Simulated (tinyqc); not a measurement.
Thermionic emission over a Gaussian spread of barriers: two steps of the calculation.

Metal on an n-type semiconductor with one parabolic valley; V > 0 is forward bias (metal positive). Patches of barrier height b are spread as a Gaussian with mean phi - r2 V and variance sg^2 + r3 V; each carries A* T^2 exp(-b/Vt) [exp(V/Vt) - 1].

Values chosen for this exercise; band and dielectric values close to those of gallium arsenide: temperature T = 300 K; electron mass me = 0.0663 m0; barrier height seen from the metal phi = 0.79 eV; standard deviation of the barrier heights sg = 0.068 eV; shift of the mean barrier per volt, with its sign reversed (rho2) r2 = -0.068; change of sg^2 per volt (rho3) r3 = -0.001 V; bias V = 0.13 V; barrier heights sampled nb = 9.

Constants: q = 1.602176634e-19 C, kB = 1.380649e-23 J/K, h = 6.62607015e-34 J s, m0 = 9.1093837015e-31 kg, Vt = kB T/q. Results are converted to the units shown.

Task 1. Apparent barrier, ideality and current. A* = 4 pi q me m0 kB^2/h^3 (times 1e-4 for A/(cm^2 K^2)). The mean of exp(-b/Vt) gives the apparent barrier phi_ap(V) = phi - r2 V - (sg^2 + r3 V)/(2 Vt), J = A* T^2 exp(-phi_ap/Vt) [exp(V/Vt) - 1], and 1/n = 1 + r2 + r3/(2 Vt).

Wanted: A*; phi_ap(0); phi_ap(V); n; J.

Result 1.

A* = 7.967 A/(cm^2 K^2)
phi_ap(0) = 0.7006 eV
phi_ap(V) = 0.7119 eV
n = 1.096
J = 1.194e-4 A/cm^2

Task 2. The same mean by Simpson's rule. With mean mu and deviation s at this bias, take nb equally spaced b from mu - s^2/Vt - 3.5 s to mu + s, the Gaussian density g(b) and y = g exp(-(b - mu)/Vt); the integral I of y gives phi_ap = mu - Vt ln I.

Give: b; g; y; I; phi_ap.

Result 2.

| point | b (eV) | g (1/eV) | y (1/eV) |
|---|---|---|---|
| 0 | 0.3904 | 5.161e-8 | 0.3756 |
| 1 | 0.4498 | 7.732e-6 | 5.646 |
| 2 | 0.5092 | 5.277e-4 | 38.66 |
| 3 | 0.5687 | 0.01641 | 120.6 |
| 4 | 0.6281 | 0.2325 | 171.5 |
| 5 | 0.6876 | 1.501 | 111.1 |
| 6 | 0.7470 | 4.413 | 32.78 |
| 7 | 0.8064 | 5.913 | 4.407 |
| 8 | 0.8659 | 3.609 | 0.2699 |

I = 28.80
phi_ap = 0.7120 eV

tinyqc, about 0.01 s, one thread, Intel Xeon 2.30GHz (shared host): `OMP_NUM_THREADS=1 python tinyqc.py 2640038 2640039 out.jsonl`
